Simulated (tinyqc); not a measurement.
Semiconducting tubes compared: carbon nanotube by zone folding.

Circumference C = n a1 + m a2, a = sqrt3 acc; d = a sqrt(n^2 + nm + m^2)/pi; tan(theta) = sqrt3 m/(2n + m); dR = gcd(2n + m, 2m + n); T = t1 a1 + t2 a2 with t1 = (2m + n)/dR, t2 = -(2n + m)/dR, |T| = sqrt3 pi d/dR; N = 2 (n^2 + nm + m^2)/dR hexagons a cell. On cutting line mu = 0 to N - 1 at x = k|T|/(2 pi) the phases are p1 = 2 pi (-t2 mu + m x)/N, p2 = 2 pi (t1 mu - n x)/N, and E = -/+ t |1 + exp(i p1) + exp(i p2)|.

Inputs chosen for the exercise (out of a larger set: near those used for carbon; not measured data): t = 2.87 eV (hopping); acc = 1.44 angstrom (bond length); tubes = ((6, 2), (7, 2), (15, 4), (9, 8), (7, 0), (10, 5), (13, 5)) (pairs (n, m)).

E11 and E22 are twice the two lowest band edges; the cone gives E11 d = 2 t acc and E22/E11 = 2.

Cases:
```
"(n,m)"
"(6,2)"
"(7,2)"
"(15,4)"
"(9,8)"
"(7,0)"
"(10,5)"
"(13,5)"
```

Rank the cases by E11 (eV), lowest first.

Answer: (15,4), (13,5), (9,8), (10,5), (7,2), (6,2), (7,0).

Tubes:
```
"(n,m)",d (angstrom),theta (deg),(n - m) mod 3,E11 (eV),E22 (eV),E11 d/(2 t acc),E22/E11
"(6,2)",5.72,13.9,1,1.3898,2.9704,0.963,2.137
"(7,2)",6.50,12.2,2,1.3031,2.3514,1.025,1.804
"(15,4)",13.77,11.5,2,0.6081,1.1613,1.013,1.910
"(9,8)",11.70,28.1,1,0.7035,1.4050,0.995,1.997
"(7,0)",5.56,0.0,1,1.4177,3.1855,0.953,2.247
"(10,5)",10.50,19.1,2,0.7946,1.5205,1.010,1.913
"(13,5)",12.78,15.6,2,0.6543,1.2536,1.011,1.916
```

E11 follows 1/d first. For mod 1 the scaled E11 lies below one (0.953 to 0.995) and E22/E11 on both sides of two (1.997 to 2.247). For mod 2 the scaled E11 lies above one (1.010 to 1.025) and E22/E11 below two (1.804 to 1.916). The largest departure of the scaled E11 is that of (7,0); warping acts as cos(3 theta)/d, most for thin tubes near zigzag. Below about 8 angstrom curvature, left out of zone folding, changes the gaps further.

Run: tinyqc, `OMP_NUM_THREADS=1 python tinyqc.py 1482740 1482741 out.jsonl`; Intel(R) Xeon(R) Processor @ 2.30GHz, one thread, shared host; about 0.03 s of CPU time with all checks.
